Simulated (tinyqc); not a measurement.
From results to parameters: diatomic chain. Computed by the program tinyqc.

Problem. A chain of two alternating masses has one spring constant k; at the zone edge omega^2 = 2k/M and 2k/m, and wavenumber = 521.4708 sqrt(omega^2) with omega^2 in eV/(angstrom^2 u). Find k, the heavier mass and the optical wavenumber at q = 0.

wavenumbers at the zone edge (cm^-1): 164.946959  682.252767
lighter mass = 11.100000 u

Solution. The upper value gives k = m omega^2/2, the ratio of the squares gives M/m, and at q = 0 omega^2 = 2k (1/m + 1/M), the sum of the two.

k = 9.500 eV/angstrom^2
heavier mass = 189.9000 u
optical wavenumber at q = 0 = 701.909 cm^-1
